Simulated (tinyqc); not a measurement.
Inside a calculation. Model: concentration-dependent dopant diffusion with charged defects and the built-in field. Computed by tinyqc, a small Python program that keeps every step. Command: `OMP_NUM_THREADS=1 python tinyqc.py 3027509 3027510 out.jsonl extrinsic walk`. One thread of a shared host (Intel(R) Xeon(R) Processor @ 2.30GHz), about 0.07 s of CPU time with the checks. Intermediate numbers are printed to about 6 digits and carried at full precision; extremes and crossings named in words are read from the listed rows.

A constant source C_s feeds a half space. The dopant moves through neutral point defects and through charged ones, whose number grows with the majority carrier density n.

Inputs (values chosen for the exercise, modelled on phosphorus in silicon):
```
quantity                        value    unit
neutral prefactor D0x            3.34  cm^2/s
neutral activation energy E0     3.66      eV
singly charged prefactor D01     3.89  cm^2/s
activation energy E1             4.01      eV
doubly charged prefactor D02     46.5  cm^2/s
activation energy E2             4.35      eV
surface concentration C_s     1.5e+19  1/cm^3
junction level C_B            1.2e+16  1/cm^3
temperature T                     850       C
time t                            810       s
```

Field enhancement: on.

Constants: k_B = 8.617333262e-05 eV/K.

## Intrinsic density and partial diffusivities

n_i = 3.87e16 T^1.5 exp(-7014/T) per cm^3 (T in kelvin, an empirical form); each D = prefactor x exp(-E/(k_B T)); the intrinsic diffusivity D_i is their sum. Temperatures in kelvin are T(C) + 273.15.

n_i = 2.82635e+18 1/cm^3

partial diffusivities (cm^2/s): Dx 1.26084e-16, D1 3.94776e-18, D2 1.40674e-18

intrinsic diffusivity D_i = 1.31439e-16 cm^2/s

## Diffusivity at the surface

n = C/2 + sqrt(C^2/4 + n_i^2); D(C) = h [Dx + D1 (n/n_i) + D2 (n/n_i)^2], h = 1 + C/sqrt(C^2 + 4 n_i^2).

n/n_i = 5.48936

field factor h = 1.93576

surface diffusivity D_s = 3.68074e-16 cm^2/s

enhancement D_s/D_i = 2.80034

C_s is 5.31 times n_i: diffusion is extrinsic near the surface.

## Similarity solution

With y = x/sqrt(D_s t), u = C/C_s and q = -(D/D_s) du/dy: du/dy = -q D_s/D, dq/dy = -(y/2) q D_s/D, u(0) = 1. The surface flux q(0) is shot so that u tends to 0 (LSODA, an adaptive multistep solver, relative tolerance 1e-10). Dose Q = 2 q(0) C_s sqrt(D_s t). The junction lies where C = C_B.

surface flux q(0) = 0.502971

dose Q = 8.23899e+12 1/cm^2

junction in units of sqrt(D_s t) = 3.21216

junction depth x_j = 17.5391 nm

For a constant D, q(0) = 1/sqrt(pi) = 0.5642; for D proportional to C it tends to 0.444, with the front at y = 1.616.

## Where the concentration falls to given levels

For comparison, erfc profiles with a constant D: x = 2 sqrt(D t) erfc^-1(C/C_s), with D = D_i and D = D_s.

Depth (nm):
```
C/C_s        D/D_s     full  erfc with D_i  erfc with D_s
8.00e-01  0.889162   2.0750         1.1691         1.9563
5.00e-01  0.735134   5.0896         3.1124         5.2084
2.00e-01  0.544853   8.6829         5.9136         9.8960
1.00e-01  0.456045  10.4593         7.5901        12.7014
3.00e-02  0.387107  12.7186        10.0138        16.7573
1.00e-02  0.367082  14.3682        11.8860        19.8903
1.00e-03  0.358096  17.2817        15.1840        25.4092
1.00e-04  0.357199  19.7892        17.9529        30.0428
```

The depth between C/C_s = 0.1 and 1e-4 spans 9.33 nm in the full profile, against 10.4 nm for D_i and 17.3 nm for D_s; the ratio of the depths at 1e-4 and at 0.5 is 3.89, against 5.77 for any erfc. The profile is moderately steepened.

Checks made by the program: dose from the flux against the area under the profile (relative difference 1e-07).
